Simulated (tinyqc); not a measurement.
Strength of the attraction: Bethe-Salpeter matrix of a two-band square lattice (Tamm-Dancoff form).

One valence and one conduction band, lattice period 1, mesh k = 2 pi j/N along each axis (first index slowest). Pair energies D(k) = Eg + 2 t sum(1 - cos k), t = tc + tv. Screened attraction W(R) = U at R = 0 and V/|R| otherwise, R over the N x N cells with the nearest image; W(q) = sum_R W(R) cos(q R). H(k, k') = D(k) delta - W(k - k')/Nk + 2 J/Nk for singlets (J = 0 for triplets), Nk the number of k points. With a constant transition dipole the strength of a state is f = (sum_k A_k)^2/Nk, and the f sum to 1.

Parameters, chosen for this exercise:
- Eg = 4.7 eV (quasiparticle gap)
- tc = 0.1 eV (conduction hopping)
- tv = 0.2 eV (valence hopping)
- U = 1.19 eV (attraction in the same cell)
- V = 0.65 eV (attraction at one cell distance)
- fs = (0.2, 0.4, 0.7, 1, 1.4, 2, 2.6) (scale factors of U and V)

Triplets, N = 24; U and V scaled together, as weaker screening would do. f is the weight at R = 0.

Results:

| scale | U/t | binding (eV) | f | Eg - second level (eV) |
|---|---|---|---|---|
| 0.20 | 0.79 | 0.0396 | 0.050 | 0.0067 |
| 0.40 | 1.59 | 0.1273 | 0.136 | 0.0250 |
| 0.70 | 2.78 | 0.3126 | 0.283 | 0.0778 |
| 1.0 | 3.97 | 0.5427 | 0.428 | 0.1583 |
| 1.4 | 5.55 | 0.8986 | 0.591 | 0.3017 |
| 2.0 | 7.93 | 1.4991 | 0.750 | 0.5711 |
| 2.6 | 10.31 | 2.1444 | 0.838 | 0.8801 |

The binding grows with exponent 1.69 between scales 0.2 and 0.4 and 1.36 over the last two rows (about 2 for a wide, hydrogen-like pair, 1 for a pair held in one cell). f rises from 0.050 to 0.838. On this mesh a second level lies below the gap from scale 0.2 on; in an infinite lattice the tail V/|R| binds a whole series at any scale. 

tinyqc: `OMP_NUM_THREADS=1 python tinyqc.py 1251666 1251667 out.jsonl`; about 0.7 s, one thread, shared Intel(R) Xeon(R) Processor @ 2.30GHz.
